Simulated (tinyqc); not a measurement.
Ellipsoidal valleys in the axes of a wafer and a channel, step by step. Values are carried at full precision from step to step, so a last printed digit may differ when a step is redone from the rounded ones.

Valleys with axes a along [111], [1-1-1], [-11-1] and [-1-11], one whole valley each; inverse mass tensor w = 1/mt + (1/ml - 1/mt) a a. Device axes: z = nz/|nz|, x = nx/|nx|, y = z cross x; in them a = (ax, ay, az). Confinement mass mz = 1/w_zz. In the plane w_ij is replaced by u_ij = w_ij - w_iz w_jz/w_zz (i, j = x, y); density-of-states mass md = 1/sqrt(det u); conductivity mass along x mc = 1/u_xx; ballistic transport mass mx = u_yy/det u, width mass my = 1/u_yy.

Constants: hbar^2/2m0 = 3.80998211 eV angstrom^2; kB = 8.617333262e-05 eV/K.

Values chosen for the exercise (near those of the L valleys of GaAs; the results hold for these values, not for the real material): ml = 1.946 m0 (longitudinal mass); mt = 0.075 m0 (transverse mass); nz = (1, 1, 1) (surface normal (confinement)); nx = (1, 1, -2) (channel direction); t = 3 nm (thickness of the film); T = 400 K (temperature).

## Device axes and valley axes

Give the rows x, y, z in cubic components and each valley axis in device components.

device axes, rows x, y, z; columns [100], [010], [001]:
```
[[0.4082, 0.4082, -0.8165],
 [-0.7071, 0.7071, 0.0000],
 [0.5774, 0.5774, 0.5774]]
```

valley axes, rows [111], [1-1-1], [-11-1], [-1-11]; columns ax, ay, az:
```
[[0.0000, 0.0000, 1.0000],
 [0.4714, -0.8165, -0.3333],
 [0.4714, 0.8165, -0.3333],
 [-0.9428, 0.0000, -0.3333]]
```

## Tensors of the valley [111]

Form w and the reduced tensor u.

w (1/m0), rows x, y, z and columns alike:
```
[[13.3333, 0.0000, 0.0000],
 [0.0000, 13.3333, 0.0000],
 [0.0000, 0.0000, 0.5139]]
```

u (1/m0), rows x, y and columns alike:
```
[[13.3333, 0.0000],
 [0.0000, 13.3333]]
```

w_xz = w_yz = 0: the normal is a principal axis and u is the upper block of w.

## Masses of all valleys

Give mz, md, mc, mx and my.

Masses (m0):
```
valley        mz       md       mc       mx       my
[111]    1.94600  0.07500  0.07500  0.07500  0.07500
[1-1-1]  0.08397  0.36105  0.09858  0.49078  0.26562
[-11-1]  0.08397  0.36105  0.09858  0.49078  0.26562
[-1-11]  0.08397  0.36105  1.73811  1.73811  0.07500
```

mz md^2 = ml mt^2 = 0.01095 for every valley, so a heavy confinement mass comes with a small density of states. The heaviest mz is 1.946, for [111].

## Subbands and shares in a film

Hard walls: E_n = c (n pi/t)^2/mz, c = hbar^2/2m0, n = 1, 2, 3. Non-degenerate share of a valley proportional to md sum_n exp(-E_n/kT); mean 1/mc = sum of share/mc. 1 nm = 10 angstrom.

Give the ladders, the shares and the mean conductivity mass.

Subbands:
```
valley   E1 (meV)  E2 (meV)  E3 (meV)  share
[111]        21.5      85.9     193.2  1.000
[1-1-1]     497.6    1990.3    4478.1  0.000
[-11-1]     497.6    1990.3    4478.1  0.000
[-1-11]     497.6    1990.3    4478.1  0.000
```

mean mc = 0.0750 m0

The lowest ladder ([111]) holds 100 % of the electrons in these valleys, the next starts 476 meV higher. Energies of several hundred meV lie beyond the parabolic range, and real barriers are finite, so these are upper bounds.

## Checks

- mz md^2 against ml mt^2: they agree to 1e-10 or better.
- mx my against md^2: they agree to 1e-10 or better.

(tinyqc, `OMP_NUM_THREADS=1 python tinyqc.py 1880598 1880599 out.jsonl`, Intel(R) Xeon(R) Processor @ 2.30GHz, 1 thread, shared host, about 0.01 s.)
